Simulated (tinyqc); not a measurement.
Worked calculation: Luttinger-Kohn k.p, four valence bands. One step of it, computed by the program tinyqc.

Task: Bloch Hamiltonian at k. P = c g1 k^2, Q = c g2 (kx^2 + ky^2 - 2 kz^2), R = c sqrt3 [-g2 (kx^2 - ky^2) + 2i g3 kx ky], S = 2 c sqrt3 g3 (kx - i ky) kz, c = hbar^2/2m = 3.809982 eV angstrom^2; rows [P+Q, -S, R, 0], [-S*, P-Q, 0, R], [R*, 0, P-Q, S], [0, R*, S*, P+Q]. The path ends lie at |k| = 0.08 1/angstrom.

Luttinger parameters chosen for this model; energies are counted downward from the top of the valence band:

| parameter | value | unit |
|---|---|---|
| g1 | 14.790000 |  |
| g2 | 2.680000 |  |
| g3 | 3.640000 |  |

k point k (1/angstrom): 0.037000  0.015000  0.009000

Give: H(k) at k.

Result:

H(k) at k (eV), lower triangle (Hermitian):
```
                  3/2              1/2            -1/2    -3/2
3/2            0.1090
1/2   -0.0160-0.0065i           0.0798
-1/2  -0.0202-0.0267i           0.0000          0.0798
-3/2           0.0000  -0.0202-0.0267i  0.0160+0.0065i  0.1090
```
